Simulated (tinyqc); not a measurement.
Deformation potentials from a strained empirical pseudopotential: one step. Hydrostatic deformation potentials. Two cases, with inputs chosen for the exercise.

Problem. a = [E(+h) - E(-h)]/(3 ln((1 + h)/(1 - h))).

Give: a of the gaps to Gamma, Delta, L.

Case 1.

Values chosen (out of a larger set: near those of Si; not measured data): h = 0.001 (size of the test strain).

Gaps (eV):

| gap | e = -h | e = 0 | e = +h |
|---|---|---|---|
| Gamma, s-like | 3.9133044 | 3.8869989 | 3.8607055 |
| Delta | 1.0686306 | 1.0763667 | 1.0840113 |
| L | 1.9158044 | 1.9099307 | 1.9040213 |

Solution.

a of the gaps to Gamma, Delta, L (eV): -8.77  2.56  -1.96

Case 2.

Values chosen (out of a larger set: near those of Si; not measured data): h = 0.001 (size of the test strain).

Gaps (eV):

| gap | e = -h | e = 0 | e = +h |
|---|---|---|---|
| Gamma, s-like | 4.0575606 | 4.0310762 | 4.0046038 |
| Delta | 1.0446148 | 1.0523889 | 1.0600716 |
| L | 1.9548396 | 1.9488986 | 1.9429225 |

Solution.

a of the gaps to Gamma, Delta, L (eV): -8.83  2.58  -1.99

Compression opens the Gamma gap, opens the L gap and closes the Delta gap. Only differences are defined here: the absolute shifts depend on the mean potential, which this model leaves out.

Computed by tinyqc, one run a case: `OMP_NUM_THREADS=1 python tinyqc.py N N+1 out.jsonl` with N = 1850213, 1850247; one thread of a shared Intel(R) Xeon(R) Processor @ 2.30GHz, about 0.3 s a run at most.
